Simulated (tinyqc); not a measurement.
Raising U: Hubbard chain of 4 sites, mean field against exact. Computed by the program tinyqc. Collinear unrestricted mean field (the lowest of 40 random starts) against exact diagonalisation.

one-body matrix (hopping and site energies) (eV):
```
         1        2        3        4
1   0.0000  -1.0300   0.0000   0.0000
2  -1.0300   0.0000  -1.0300   0.0000
3   0.0000  -1.0300   0.0000  -1.0300
4   0.0000   0.0000  -1.0300   0.0000
```

electrons, up and down: 2  1

Exact and mean-field results (eV):

| U | U/t | E exact | E mean field | mean \|n_up - n_down\| | double occupancy, exact | first gap in the sector |
|---|---|---|---|---|---|---|
| 0.5200 | 0.5049 | -3.724513 | -3.712112 | 0.2500 | 0.1108 | 1.0143 |
| 1.0300 | 1.0000 | -3.512201 | -3.464556 | 0.2500 | 0.0974 | 0.9743 |
| 2.0600 | 2.0000 | -3.161621 | -2.987863 | 0.2500 | 0.0736 | 0.8611 |
| 3.0900 | 3.0000 | -2.898711 | -2.572719 | 0.3772 | 0.0550 | 0.7449 |
| 4.1200 | 4.0000 | -2.701829 | -2.257069 | 0.4977 | 0.0414 | 0.6440 |
| 6.1800 | 6.0000 | -2.437539 | -1.873912 | 0.6262 | 0.0246 | 0.4939 |
| 8.2400 | 8.0000 | -2.274309 | -1.727399 | 0.7278 | 0.0159 | 0.3947 |
| 12.3600 | 12.0000 | -2.089236 | -1.635511 | 0.7408 | 0.0079 | 0.2778 |
| 20.6000 | 20.0000 | -1.926893 | -1.563648 | 0.7468 | 0.0031 | 0.1724 |

What does the comparison show, and why?

In absolute terms mean field is worst at U/t = 6.0, 0.564 eV too high: at small U it is nearly exact, and at large U it still misses the motion of the hole through a fluctuating spin background. Relative to the exact energy its error is 0.3 % at the smallest U, 24 % at most and 19 % at the largest. The double occupancy falls from 0.111 to 0.003.
